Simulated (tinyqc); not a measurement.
Haynes-Shockley experiment: what a collector records, against the sweep field along the drift.

A sheet injected at x = 0, t = 0 gives at x = L the signal n(t) = N0 exp(-t/tau - (L - v t)^2/(4 D t))/sqrt(4 pi D t), D = mu Vt, v = mu F. Its peak lies at tp = [-D + sqrt(D^2 + u^2 L^2)]/u^2, u^2 = v^2 + 4 D/tau; dt is the full width at half height. Simple readings: mobility L/(F tp), diffusion coefficient (L dt/tp)^2/(16 ln 2 tp). Area v times the integral of n over N0: (v/u) exp(L (v - u)/(2 D)).

Parameters, values chosen for the exercise:
- T = 350 K (temperature)
- mu = 1340 cm^2/(V s) (minority-carrier mobility)
- tau = 1.1e-6 s (lifetime)
- L = 200 um (distance from injector to collector)

Constants: q = 1.602176634e-19 C, kB = 1.380649e-23 J/K, Vt = kB T/q. Results are converted to the units shown.

Haynes-Shockley experiment: what a collector records, against the sweep field along the drift:
```
F (V/cm)  L/v (us)  tp (us)  dt (us)  apparent mobility (cm^2/(V s))  apparent D (cm^2/s)    area  exp(-L/(v tau))
6            2.488    1.197    1.561                            2785                51.24  0.1105           0.1042
10           1.493   0.9899    1.147                            2020                48.92  0.2335           0.2575
18          0.8292   0.6875   0.6431                            1616                45.91  0.4387           0.4706
32          0.4664   0.4289   0.3091                            1457                43.66  0.6349           0.6544
55          0.2714   0.2606   0.1441                            1395                42.31  0.7723           0.7814
95          0.1571   0.1539  0.06480                            1368                41.51  0.8633           0.8669
170        0.08780  0.08690  0.02732                            1354                41.03  0.9220           0.9233
290        0.05147  0.05118  0.01231                            1348                40.77  0.9538           0.9543
```

True values: mu = 1340 cm^2/(V s), D = 40.4 cm^2/s. The apparent mobility is 2.08 times the true one in the first row and 0.57 % above it in the last, and the apparent D 27 % above and 0.88 % above D. The peak always comes before L/v, since spreading and decay both weigh down the later part of the signal; the shift is 52 % and 0.57 % in these rows.

Program tinyqc, `OMP_NUM_THREADS=1 python tinyqc.py 2310113 2310114 out.jsonl`; Intel Xeon 2.30GHz, shared host, one thread, about 0.01 s.
